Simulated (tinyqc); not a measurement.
Inside a calculation. Method: G0W0 on RHF in the 3-21g basis, for H2, spin multiplicity 1. One step of it, computed by the program tinyqc.

Task: G0W0 on Hartree-Fock: HOMO. W(p,q,m) = sqrt2 sum_ia (pq|ia) (X+Y)_ia,m; Sigma_c(x) = sum_(i,m) W^2/(x - e_i + w_m) + sum_(a,m) W^2/(x - e_a - w_m); solve x = e_p + Sigma_c(x) by Newton steps; Z = 1/(1 - dSigma/dx); 1 hartree = 27.211386 eV.

orbital energies (hartree): MO1 -0.531223, MO2 0.198087, MO3 1.047826, MO4 1.320862

Two-electron integrals over orbitals (pq|rs), unique and non-zero (hartree):
```
(11|11) 0.583629    (21|21) 0.111501    (22|11) 0.458175    (22|22) 0.420785
(31|11) 0.135976    (31|22) 0.069897    (31|31) 0.097734    (32|21) 0.009845
(32|32) 0.037875    (33|11) 0.531613    (33|22) 0.425606    (33|31) 0.126511
(33|33) 0.508895    (41|21) -0.079892   (41|32) -0.049538   (41|41) 0.109396
(42|11) -0.136633   (42|22) -0.072456   (42|31) -0.082254   (42|33) -0.123692
(42|42) 0.082569    (43|21) -0.124494   (43|32) -0.039147   (43|41) 0.127506
(43|43) 0.182342    (44|11) 0.591172    (44|22) 0.470189    (44|31) 0.176012
(44|33) 0.565810    (44|42) -0.165515   (44|44) 0.661211
```

excitation energies w (hartree): 0.903814  1.763718  2.069045

X + Y:
```
            1         2          3
1>2  0.893051  0.000000  -0.064028
1>3  0.000000  0.946201   0.000000
1>4  0.154381  0.000000   0.940600
```

Give: The 12 largest terms at x = e_p; Newton steps; quasiparticle energy of the HOMO; Hartree-Fock value.

Result:

The 12 largest terms at x = e_p (hartree; W for the signs of X + Y given):

| q | m | W | term |
|---|---|---|---|
| 1 | 2 | 0.1820 | 0.0188 |
| 2 | 1 | 0.1234 | -0.0093 |
| 4 | 3 | 0.1528 | -0.0060 |
| 3 | 2 | 0.1308 | -0.0051 |
| 2 | 3 | -0.1164 | -0.0048 |
| 4 | 1 | -0.0770 | -0.0022 |

Newton steps (hartree):

| step | x | Sigma_c(x) | Z |
|---|---|---|---|
| 0 | -0.5312 | -0.0086 | 0.9786 |
| 1 | -0.5396 | -0.0084 | 0.9785 |
| 2 | -0.5396 | -0.0084 | 0.9785 |

quasiparticle energy of the HOMO = -14.6845 eV

Hartree-Fock value = -14.4553 eV
